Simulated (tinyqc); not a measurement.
Width of the well: polar nitride quantum well with polarisation fields.

Growth along [0001]. e_par = (a_sub - a)/a, Ppz = 2 e_par (e31 - e33 C13/C33), P = Psp + Ppz in each layer; strain relaxation and the strain shift of the gaps are left out, although thick layers with more than about 1 % mismatch would relax.

In a periodic stack without free charge the potential drop over a period vanishes: F_w = (P_b - P_w) Lb/(eps0 (eps_w Lb + eps_b Lw)), F_b = -F_w Lw/Lb, eps0 = 8.8541878e-12 F/m; 1 MV/cm = 1e8 V/m = 0.01 V/angstrom.

Envelope functions on cells of 0.25 angstrom over barrier, well, barrier (widths Lb, Lw, Lb), psi = 0 beyond, psi'/m continuous (mean mass between points), c = hbar^2/2m0. With u(z) the integral of e F (F_w in the well, F_b = -F_w Lw/Lb in the barriers, 1 MV/cm = 0.01 V/angstrom), zero at the centre of the well, the electron sees u plus Vc in the barriers and the hole -u plus Vv. The transition is Eg + E_e + E_h; excitons are left out.

Constants: hbar^2/2m0 = 3.80998211 eV angstrom^2; hc = 1239.841984 eV nm.

Values chosen for the exercise (near those of a GaN well in AlGaN; not measured data): a_w = 3.189 angstrom (lattice constant a, well); a_b = 3.146 angstrom (lattice constant a, barrier); a_sub = 3.189 angstrom (in-plane lattice constant of the stack); Psp_w = -0.0328 C/m^2 (spontaneous polarisation); Psp_b = -0.0615 C/m^2 (spontaneous polarisation); e31_w = -0.347 C/m^2; e31_b = -0.444 C/m^2; e33_w = 0.664 C/m^2; e33_b = 1.103 C/m^2; C_w = 0.268 (C13/C33); C_b = 0.285 (C13/C33); eps_w = 10.1 (dielectric constant); eps_b = 10.3 (dielectric constant); Lb = 70 angstrom (barrier width); Eg = 3.44 eV (gap of the well); Vc = 0.918 eV (conduction offset); Vv = 0.432 eV (valence offset); me = 0.2 m0 (electron, well); meb = 0.267 m0 (electron, barrier); mh = 1.98 m0 (hole, everywhere); Ls = (10, 15, 20, 25, 30, 40, 50) angstrom (well widths).

Field, levels and overlap anew for each width.

Results:

| Lw (angstrom) | F_w (MV/cm) | E (eV) | E without field (eV) | overlap^2 | ln overlap^2 |
|---|---|---|---|---|---|
| 10 | -4.825 | 3.8736 | 3.9583 | 0.647 | -0.43 |
| 15 | -4.536 | 3.5966 | 3.7737 | 0.381 | -0.96 |
| 20 | -4.280 | 3.3821 | 3.6718 | 0.167 | -1.79 |
| 25 | -4.052 | 3.1999 | 3.6102 | 0.0577 | -2.85 |
| 30 | -3.846 | 3.0382 | 3.5702 | 0.0163 | -4.12 |
| 40 | -3.492 | 2.7588 | 3.5232 | 0.000811 | -7.12 |
| 50 | -3.198 | 2.5245 | 3.4977 | 2.58e-05 | -10.56 |

The red shift grows from 85 to 973 meV. The line drops below Eg between 15 and 20 angstrom, which a square well can never do. Over the last two rows dE/dLw = -23.4 meV per angstrom, against -|e F_w| = -32.0 in the last row; the field itself weakens by 34 % over the table, since a wider well shares the drop with the barrier. The overlap falls by a factor 2.51e+04.

(tinyqc, `OMP_NUM_THREADS=1 python tinyqc.py 1282314 1282315 out.jsonl`, Intel(R) Xeon(R) Processor @ 2.30GHz, 1 thread, shared host, about 0.05 s.)
